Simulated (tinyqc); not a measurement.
# Ballistic Schottky-barrier transistor with a two-dimensional channel, WKB contacts: several studies

Source Fermi level 0, drain Fermi level -Vd. Far from the contacts Ec = pn - psi, and the gate moves psi one to one; the band edges relax as exp(-x/lam) from pn at the source and pn - Vd at the drain; Ev = Ec - Eg. A carrier of energy w inside the channel band meets at a contact a barrier of height D (the contact edge beyond the channel edge): T = 1 for w >= D, else exp(-S), S = 4 lam sqrt(m/C) [sqrt(D - w) - sqrt(w) arctan sqrt((D - w)/w)], C = hbar^2/(2 m0). The two contacts combine as Ts Td/(Ts + Td - Ts Td).

Inputs (values chosen for the exercise); channel values close to those of a black phosphorus layer:
- T = 350 K (temperature)
- Eg = 0.889 eV (band gap)
- pn = 0.41 eV (barrier for electrons at both contacts)
- mn = 0.16 m0 (electron mass)
- mp = 0.16 m0 (hole mass)
- g = 1 (valleys or subbands)
- lam = 2.4 nm (screening length at the contacts)
- Vd = 0.3 V (drain bias)
- ps = -0.54 V (band shift psi of the channel by the gate)

Constants: q = 1.602176634e-19 C, kB = 1.380649e-23 J/K, hbar = 1.054571817e-34 J s, h = 6.62607015e-34 J s, m0 = 9.1093837015e-31 kg, Vt = kB T/q, hbar^2/(2 m0) = 0.0380998212 eV nm^2. Results are converted to the units shown.

Each table varies one quantity; the others keep the values above.

## Effect of the screening length

I/W = g (2 q^2/h) int T(w) [N(Es + w) - N(Ed + w)] dw with w the energy of motion along the channel, N(y) = (1/2 pi) sqrt(pi m kB T/C) Fm(-y/kB T), Fm(x) = (1/sqrt(pi)) int_0^infinity u^(-1/2)/(1 + exp(u - x)) du. Electrons: Ds = psi, Dd = psi - Vd, Es = Ec, Ed = Ec + Vd. Holes: Ds = -psi, Dd = Vd - psi, Es = -Ev, Ed = -Ev - Vd. The size of each current is taken; both flow from drain to source and add. The integrals are converged.

Results:
```
lam (nm)  current of the holes (uA/um)  share over the barriers (%)  |d psi/d log10| of this current (mV/decade)
0.5                               1178                     2.524e-6                                        571.7
1.6                              107.9                     2.755e-5                                        374.4
2.6                              18.96                     1.568e-4                                        297.7
3.7                              3.606                     8.241e-4                                        254.8
4.8                             0.8461                     0.003513                                        234.4
5.9                             0.2398                      0.01239                                        228.0
8                              0.03505                      0.08478                                        244.1
```

Estimate the missing row, lam = 6.9 nm.

Computed row:
```
lam (nm)  current of the holes (uA/um)  share over the barriers (%)  |d psi/d log10| of this current (mV/decade)
6.9                            0.08896                      0.03341                                        231.6
```

With this row back in the table: The current falls from 1180 to 0.0351 uA/um, while the share over the barriers rises from 2.52e-6 to 0.0848 %: the thermionic part does not depend on lam, and a thinner barrier adds tunnelling. The swing goes from 572 through a minimum of 228 (at lam = 5.9 nm among the rows listed) to 244 mV/decade.

## Ambipolar transfer curve

Same model as above.

Swing = d(psi)/d(log10 I).

Result of one run:
```
ps (V)  electrons (uA/um)  holes (uA/um)  I (uA/um)  swing (mV/decade)
-0.38           9.882e-10          5.815      5.815             -193.3
```

What becomes of these results when the band shift psi of the channel by the gate ps is changed from -0.38 to -0.04 V, all else the same?

Result of the changed run:
```
ps (V)  electrons (uA/um)  holes (uA/um)  I (uA/um)  swing (mV/decade)
-0.04            7.773e-5        0.01341    0.01349             -118.8
```

The whole series:
```
ps (V)  electrons (uA/um)  holes (uA/um)  I (uA/um)  swing (mV/decade)
-0.38           9.882e-10          5.815      5.815             -193.3
-0.3             1.402e-8          1.962      1.962             -149.7
-0.21            2.772e-7         0.4074     0.4074             -119.3
-0.13            3.933e-6        0.08184    0.08184             -113.0
-0.04            7.773e-5        0.01341    0.01349             -118.8
0.05             7.564e-4       0.002399   0.003155             -228.4
0.13             0.002842       5.711e-4   0.003413              207.5
0.22              0.01365       1.259e-4    0.01377              129.6
0.3               0.06061       2.972e-5    0.06064              120.4
0.39               0.3508       1.503e-6     0.3509              117.6
0.47                1.576       1.060e-7      1.576              131.8
0.56                6.278       5.360e-9      6.278              173.8
```

I goes from 5.81 through a minimum of 0.00316 (at ps = 0.05 V among the rows listed) to 6.28 uA/um; the exact minimum lies at psi = 0.0858 V. Holes carry the left branch and electrons the right. The ratio of the last row to the smallest is 1990 and of the first row 1840, with barriers of 0.41 eV for electrons and 0.479 eV for holes. The steepest swing among the rows is 113 mV/decade, against the thermionic limit 69.4.

## Effect of the drain bias on the off state

Same model as above.

For each Vd, psi is set to the minimum of I.

Effect of the drain bias on the off state:
```
Vd (V)  psi at the minimum (V)  smallest I (uA/um)
0.05                    -0.043             1.81e-4
0.18                     0.020             9.28e-4
0.3                      0.086             0.00261
0.43                     0.154             0.00817
0.55                     0.217              0.0246
0.68                     0.284              0.0857
0.8                      0.345               0.282
```

Read the table: what changes, and by how much?

The smallest current rises from 1.81e-4 to 0.282 uA/um, 4.30 decades a volt between the last two rows, and the minimum moves by 0.52 V a volt over the table: a larger Vd lets holes enter from the drain while electrons still enter from the source.

Range of the model: No scattering, image-force lowering, channel charge or band-to-band tunnelling; parabolic kappa overstates S deep in the gap.

Computed by the program tinyqc: `OMP_NUM_THREADS=1 python tinyqc.py 2390003 2390004 out.jsonl`, one thread of a shared Intel Xeon 2.30GHz, about 0.5 s for the whole run.
